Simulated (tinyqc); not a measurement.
# Resistance of a tapered via with liner, size effect and interface, step by step

Computed by the program tinyqc: `OMP_NUM_THREADS=1 python tinyqc.py 2750164 2750165 out.jsonl`, one thread of a shared Intel Xeon 2.30GHz, about 0.01 s for the whole run. Printed values are rounded.

A round via whose diameter grows from db at the bottom as D(z) = db + 2 z/tan(ang). The fill, of diameter D - 2 tl, starts above the bottom liner (thickness fb tl) and has rho = rho0 (1 + ks lam/(D - 2 tl)); the sidewall liner conducts in parallel with it. The bottom liner and the interface are crossed over the full area pi db^2/4. Spreading in the lines above and below is left out.

Parameters, values chosen for the exercise; fill metal close to copper:
```
symbol,value,unit,meaning
db,23,nm,diameter at the bottom
hv,46,nm,height
ang,88,degrees,sidewall angle
rho0,1.68,uohm cm,bulk resistivity of the fill
lam,39.5,nm,mean free path of the fill
ks,0.6,,size-effect factor
tl,3,nm,liner on the sidewall
fb,0.7,,liner at the bottom over that on the sidewall
rl,240,uohm cm,resistivity of the liner
ri,2e-12,ohm cm^2,interface resistivity at the bottom
Sb,1.1e15,S/m^2,"ballistic conductance per area, about 3/(4 rho0 lam)"
```

Range of the model: The ballistic limit exceeds half of R_fill, so a diffusive resistivity alone understates the resistance.

## Slices of the via

Slices between z0 = fb tl and hv, evaluated at their midpoints: conductance per length pi/4 [(D - 2 tl)^2/rho + (D^2 - (D - 2 tl)^2)/rl], slice resistance = slice height over that. 6 slices.

```
slice   z (nm)   D (nm)  rho (uohm cm)  slice resistance (ohm)
0      5.75833  23.4022        3.96799                 1.20454
1      13.0750  23.9132        3.90272                 1.11881
2      20.3917  24.4242        3.84107                 1.04152
3      27.7083  24.9352        3.78275                0.971617
4      35.0250  25.4462        3.72750                0.908224
5      42.3417  25.9572        3.67507                0.850577
```

## Total resistance

R_fill = sum of the slices; R_bottom = rl fb tl/(pi db^2/4); R_interface = ri/(pi db^2/4); ballistic (Sharvin) limit 1/(Sb pi (db - 2 tl)^2/4); ideal cylinder rho0 hv/(pi db^2/4).

parts (ohm): fill 6.09529, bottom liner 12.1307, interface 0.481376
R = 18.7073 ohm
shares (%): fill 32.5823, bottom liner 64.8445, interface 2.5732
ballistic limit = 4.00516 ohm
ideal cylinder = 1.86004 ohm

The bottom liner is the largest part, and R is 10.1 times the ideal cylinder. With 2000 slices R = 18.709 ohm.
